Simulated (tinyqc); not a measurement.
Bottom-up copper filling of a trench by curvature-enhanced accelerator coverage. From one set of inputs to another, one input at a time. Computed by tinyqc, a small Python program. Command: `OMP_NUM_THREADS=1 python tinyqc.py 3017716 3017717 out.jsonl superfill ladder`. One thread of a shared host (Intel(R) Xeon(R) Processor @ 2.30GHz), about 0.07 s of CPU time with the checks.

A rectangular trench keeps vertical walls and a flat floor. An accelerator floats on the surface; where area is lost in the corners it is passed on to the floor.

The inputs printed are set A. Inputs not listed in the table keep their values of set A, so the rows need not describe a real material.

Inputs (values chosen for the exercise, close to those used for damascene copper plating): trench width w = 320 nm; aspect ratio h/w = 3.1; exchange current of the suppressed surface i_0 = 0.015 mA/cm^2; exchange current of the accelerated surface i_1 = 0.62 mA/cm^2; transfer coefficient alpha = 0.55; overpotential eta = 0.099 V; starting coverage theta_0 = 0.013; adsorption rate k_a = 0.00045 1/s; cupric ion concentration C = 0.9 mol/l; diffusivity D = 4.4e-06 cm^2/s; boundary layer delta = 67 um; temperature T = 298 K.

Constants: e = 1.602176634e-19 C; N_A = 6.02214076e+23 1/mol; k_B = 8.617333262e-05 eV/K.

Method. Kinetic current i_k = [i_0 (1 - theta) + i_1 theta] exp(alpha eta/(k_B T)), limit i_L = 2 F D C/delta, i = 1/(1/i_k + 1/i_L); velocity v = i Omega/(2F), Omega = 7.11 cm^3/mol, F = e N_A. Depletion inside the trench is ignored. Half width x, floor height y, depth h = aspect ratio x w. dx/dt = -v_s, dy/dt = v_b. d theta_b/dt = k_a (1 - theta_b) + [theta_s v_b + theta_b v_s]/x: the floor takes the accelerator of the wall it covers and keeps its own as it narrows. d theta_s/dt = k_a (1 - theta_s). theta_b is capped at 1. Integrate (tolerance 1e-9) until the walls meet (x = 0.02 w/2) or the floor passes the original mouth y = h. Start: x = w/2, y = 0, theta_b = theta_s = theta_0. Height filled = y/h, opening left = x/(w/2).

Each row keeps all changes above it:
```
input moved                                                 from     to  opening left, as a share of w  ratio v(1)/v(theta_0)  share of the height filled from the floor
set A                                                          -      -                           0.02                  25.98                                     0.4161
boundary layer delta (um)                                     67     61                           0.02                  26.08                                     0.4170
aspect ratio h/w                                             3.1      2                           0.02                  26.08                                     0.6464
exchange current of the accelerated surface i_1 (mA/cm^2)   0.62   0.71                           0.02                  28.25                                     0.6680
starting coverage theta_0                                  0.013  0.015                           0.02                  26.71                                     0.6685
trench width w (nm)                                          320    190                           0.02                  26.71                                     0.7417
exchange current of the suppressed surface i_0 (mA/cm^2)   0.015  0.036                           0.02                  14.75                                     0.6570
overpotential eta (V)                                      0.099   0.15                           0.02                  13.62                                     0.6832
```

Which inputs carry the difference?

Ratio v(1)/v(theta_0) goes from 26.0 to 13.6, a factor 0.524 in all. The largest single move comes from exchange current of the suppressed surface i_0 (a factor 0.552), and exchange current of the accelerated surface i_1 works against it (a factor 1.08). Share of the height filled from the floor goes from 0.416 to 0.683, a factor 1.64 in all. The largest single move comes from aspect ratio h/w (a factor 1.55), and exchange current of the suppressed surface i_0 works against it (a factor 0.886). The single moves hold for this order of the switches; the total does not depend on the order.

Caution (all rows): real profiles develop slanted corners, and accelerator is consumed; both are left out.

Extremes, crossings and ranges named in words are read from the listed rows.
